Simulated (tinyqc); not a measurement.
How errors in the targets pass to the parameters: fitting sp3s* parameters to three gaps by Newton steps.

J:
```
            Vss      Exa      Exc
Gamma  -0.91659  0.00000  0.00000
X       0.00000  0.31149  0.00000
L      -0.24336  0.08088  0.06160
```

The gaps at Gamma, X and L of an sp3s* model are fitted with Vss, Exa and Exc; J holds the derivatives of the gaps by these parameters at the start. The change of each parameter for +10 meV on one target is 10 J^-1, in meV.

Shifts (meV):

| target raised | Vss | Exa | Exc |
|---|---|---|---|
| Gamma | -10.9 | 0.0 | -43.1 |
| X | 0.0 | 32.1 | -42.1 |
| L | 0.0 | 0.0 | 162.3 |

root sum of squares (meV): Vss 10.9, Exa 32.1, Exc 173.2

What does the comparison show?

Independent errors of 10 meV leave Exc least certain (173 meV) and Vss best fixed (10.9 meV). The largest single entry, 162 meV, comes from the target at L.

Program tinyqc; command `OMP_NUM_THREADS=1 python tinyqc.py 1482349 1482350 out.jsonl`; about 0.2 s on one thread of a shared Intel(R) Xeon(R) Processor @ 2.30GHz.
